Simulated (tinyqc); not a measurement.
# Nudged elastic band on a two-dimensional model surface, step by step

A worked calculation. Computed by tinyqc, a small Python program that keeps every step. Command: `OMP_NUM_THREADS=1 python tinyqc.py 3020666 3020667 out.jsonl neb walk`. One thread of a shared host (Intel(R) Xeon(R) Processor @ 2.30GHz), about 0.2 s of CPU time with the checks. Intermediate numbers are printed to about 7 digits and carried at full precision; extremes and crossings named in words are read from the listed rows.

V(x, y) = -A (cos kx + cos ky) - B cos kx cos ky + (C sin ky + S sin kx)(1 - cos kx), k = 2 pi/a; the atom hops from the minimum at (0, 0) to that at (a, 0).

Inputs (values chosen for the exercise, for a model surface):
```
quantity,value,unit
amplitude A,0.23,eV
amplitude B,0.11,eV
skew C,0.084,eV
asymmetry S,-0.049,eV
period a,3.8,angstrom
movable images n,4,-
spring constant k_s,0.31,eV/angstrom^2
step factor eta,0.45,angstrom^2/eV
iteration cap,600,-
```

Surface: adatom on a square lattice. Climbing image: off.

## Stationary points

Newton steps x(new) = x - H^-1 grad V (moves limited to 0.3 angstrom) from (0, 0), (a, 0) and (a/2, 0) give the two minima and the saddle.

positions (angstrom):
```
,x,y
start,0.000000,0.000000
end,3.800000,0.000000
saddle,2.119935,-0.548359
```

energies (eV): start -0.5700000, end -0.5700000, saddle 0.0423115

barrier from the start = 0.6123115 eV

## Straight-line start

Images are spaced evenly on the line between the minima.

images at the start (angstrom):
```
,x,y
image 1,0.76,0.00
image 2,1.52,0.00
image 3,2.28,0.00
image 4,3.04,0.00
```

energies above the start (eV): [0.2027332, 0.5629634, 0.6671681, 0.2671353]

The highest image lies +0.0549 eV from the true barrier.

## Iteration 1

Tangent at image i: towards the higher neighbour if the energies rise or fall through i; at a maximum or minimum, tau = t+ dmax + t- dmin if V(i+1) > V(i-1), else t+ dmin + t- dmax, with t+ = R(i+1) - R(i), t- = R(i) - R(i-1) and dmax, dmin the larger and smaller of |V(i+1) - V(i)| and |V(i-1) - V(i)|; then normalise. Force F = -grad V + (grad V.tau) tau + k_s (|t+| - |t-|) tau. Update R(new) = R + eta F; the end points stay fixed.

unit tangents:
```
,x,y
image 1,1,0
image 2,1,0
image 3,1,0
image 4,1,0
```

forces (eV/angstrom):
```
,x,y
image 1,0.0000000,-0.0959716
image 2,0.0000000,-0.2512570
image 3,0.0000000,-0.2512570
image 4,0.0000000,-0.0959716
```

images after iteration 1 (angstrom):
```
,x,y
image 1,0.760000,-0.043187
image 2,1.520000,-0.113066
image 3,2.280000,-0.113066
image 4,3.040000,-0.043187
```

## Iteration 2

The formulas are those given above.

unit tangents:
```
,x,y
image 1,0.995800,-0.091559
image 2,1.000000,0.000000
image 3,0.999802,0.019877
image 4,0.995800,0.091559
```

forces (eV/angstrom):
```
,x,y
image 1,-0.0089173,-0.1036876
image 2,-0.0009938,-0.2035444
image 3,0.0051267,-0.2078724
image 4,0.0104360,-0.1202054
```

images after iteration 2 (angstrom):
```
,x,y
image 1,0.755987,-0.089847
image 2,1.519553,-0.204661
image 3,2.282307,-0.206608
image 4,3.044696,-0.097280
```

## All iterations

Start on the straight line; stop when the largest force is below 1e-4 or above 1e6 eV/angstrom.

Course of the band:
```
iteration,highest image (eV),largest force (eV/angstrom)
1,0.6671681,2.512570e-01
2,0.6413818,2.079357e-01
3,0.6239300,1.643308e-01
4,0.6130099,1.263075e-01
5,0.6064857,9.548741e-02
6,0.6026899,7.148631e-02
7,0.6005152,5.321620e-02
8,0.5992820,3.949066e-02
9,0.5985894,2.925806e-02
...,...,...
22,0.5978728,6.364771e-04
23,0.5978787,4.843049e-04
24,0.5978834,3.702599e-04
25,0.5978872,2.845718e-04
26,0.5978902,2.200172e-04
27,0.5978924,1.712472e-04
28,0.5978941,1.342928e-04
29,0.5978952,1.062035e-04
30,0.5978960,8.575917e-05
```

Band at the end:
```
image,x (angstrom),y (angstrom),E (eV)
0,0.000000,0.0000000,0.0000000
1,0.745094,-0.2722006,0.1982908
2,1.505994,-0.4972766,0.4920685
3,2.299584,-0.5046024,0.5978960
4,3.068017,-0.3063115,0.2571205
5,3.800000,0.0000000,0.0000000
```

energy of the highest image = 0.5978960 eV

iterations = 30

largest force at the end = 8.575917e-05 eV/angstrom

Converged in 30 iterations. Without a climbing image the highest image lies 14.42 meV below the saddle.

## Plain band against climbing image

With a climbing image, the highest image feels instead F = -grad V + 2 (grad V.tau) tau and no spring. Images are counted without the end points, and convergence is judged on the largest force on an image. Each run starts on the straight line with the same k_s and eta, for at most 1500 iterations; errors are against the Newton saddle; a dash marks a run that did not reach 1e-4 eV/angstrom.

Error of the highest image (meV) and iterations:
```
images,"plain, error","plain, iterations","climbing, error","climbing, iterations"
2,-87.931,26,0,29
3,-18.445,29,0,31
4,-14.415,30,0,34
5,-18.300,41,0,46
6,-1.954,45,0,36
8,-0.007,62,0,73
10,-0.555,82,0,108
```

The plain band underestimates the barrier by 0.01 to 87.93 meV, depending on how near an image falls to the saddle (worst for 2 images, best for 8). The climbing image is within about 0.001 meV in every converged run, so few images suffice for the barrier.
